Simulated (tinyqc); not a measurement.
## Polarisation charge from two barrier thicknesses

Question. VT = phiB - dEc - q sigma d/(eps0 eps_r). Find sigma, phiB - dEc and the thickness at which VT = 0.

Values chosen for this exercise: relative permittivity of barrier and channel eps_r = 9.1.

Constants: q = 1.602176634e-19 C, eps0 = 8.8541878128e-14 F/cm where lengths are in cm. Results are converted to the units shown.

VT for d = 15 and 21 nm (V): -1.8359471  -2.9052379

Answer. VT is linear in d.

sigma = 8.96e12 cm^-2
phiB - dEc = 0.837 V
thickness for VT = 0 = 4.70 nm

Computed by the program tinyqc: `OMP_NUM_THREADS=1 python tinyqc.py 2570056 2570057 out.jsonl`, one thread of a shared Intel Xeon 2.30GHz, about 0.01 s for the whole run.
